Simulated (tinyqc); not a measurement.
Inside a calculation. Method: Luttinger-Kohn k.p, four valence bands. One step of it, computed by the program tinyqc.

Question. Levels at k. Diagonalise the Hermitian matrix.

H(k) at k (eV), order 3/2, 1/2, -1/2, -3/2:
$$\begin{pmatrix}
0.098215 & -0.006393+0.014613i & 0.028522+0.040916i & 0.000000 \\
-0.006393-0.014613i & 0.051677 & 0.000000 & 0.028522+0.040916i \\
0.028522-0.040916i & 0.000000 & 0.051677 & 0.006393-0.014613i \\
0.000000 & 0.028522-0.040916i & 0.006393+0.014613i & 0.098215
\end{pmatrix}$$

Give: eigenvalues.

Answer.

eigenvalues (eV): [0.0176, 0.0176, 0.1322, 0.1322]
